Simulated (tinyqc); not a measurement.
Worked calculation: Hubbard ring of 4 sites. Computed by tinyqc, a small Python program that keeps every step. Settings: hopping = 0.92, U = 4.5, mixing = 0.2, iteration cap = 73. Command: `OMP_NUM_THREADS=1 python tinyqc.py 28548 28549 out.jsonl` (the two numbers bound the seeds that draw the settings). One thread of a shared host (Intel(R) Xeon(R) Processor @ 2.60GHz), about 0.2 s of CPU time with the checks.

one-body matrix (hopping and site energies) (eV), order 1, 2, 3, 4:
$$\begin{pmatrix}
0.9300 & -0.9200 & 0.0000 & -0.9200 \\
-0.9200 & -0.2200 & -0.9200 & 0.0000 \\
0.0000 & -0.9200 & 0.9700 & -0.9200 \\
-0.9200 & 0.0000 & -0.9200 & 0.0600
\end{pmatrix}$$

U = 4.5000 eV

electrons, up and down: [2, 2]

n(up) at the start (a guess, not normalised): 1 0.8000, 2 0.2000, 3 0.8000, 4 0.2000

n(down) at the start (a guess): 1 0.2000, 2 0.8000, 3 0.2000, 4 0.8000

Each step fills the lowest levels of T + U n(other spin) and sets n(new) = n + mixing (n(out) - n); stop when output and input agree to 1e-8.

Course of the cycle:
```
iteration    E (eV)  largest |n(out) - n(in)|  mean |n_up - n_down|
1          0.396183                  1.32e-01                0.7805
2          0.369846                  1.07e-01                0.7942
3          0.352719                  8.77e-02                0.8051
4          0.341365                  7.19e-02                0.8139
5          0.333730                  5.91e-02                0.8210
6          0.328539                  4.87e-02                0.8267
7          0.324983                  4.02e-02                0.8314
8          0.322531                  3.32e-02                0.8353
9          0.320833                  2.75e-02                0.8385
10         0.319652                  2.33e-02                0.8411
11         0.318828                  2.03e-02                0.8433
...             ...                       ...                   ...
63         0.316897                  3.13e-06                0.8542
64         0.316897                  2.63e-06                0.8542
65         0.316897                  2.21e-06                0.8542
66         0.316897                  1.86e-06                0.8542
67         0.316897                  1.56e-06                0.8542
68         0.316897                  1.31e-06                0.8542
69         0.316897                  1.10e-06                0.8542
70         0.316897                  9.29e-07                0.8542
71         0.316897                  7.81e-07                0.8542
72         0.316897                  6.57e-07                0.8542
73         0.316897                  5.52e-07                0.8542
```

Can the last value be used, and what does the course show?

Not by the stop rule, although the second column moves by less than 1e-07 over the last three steps. Not converged within 73 iterations: the residual falls steadily but slowly, by a factor of about 0.84 a step. The lowest mean-field energy found from random starts is 0.31690 eV. Reruns (cap 100 unless said): mixing 0.5: converged in 34 (E = 0.31690); mixing 0.9: converged in 15 (E = 0.31690); the original settings with a cap of 400: converged in 97 (E = 0.31690).
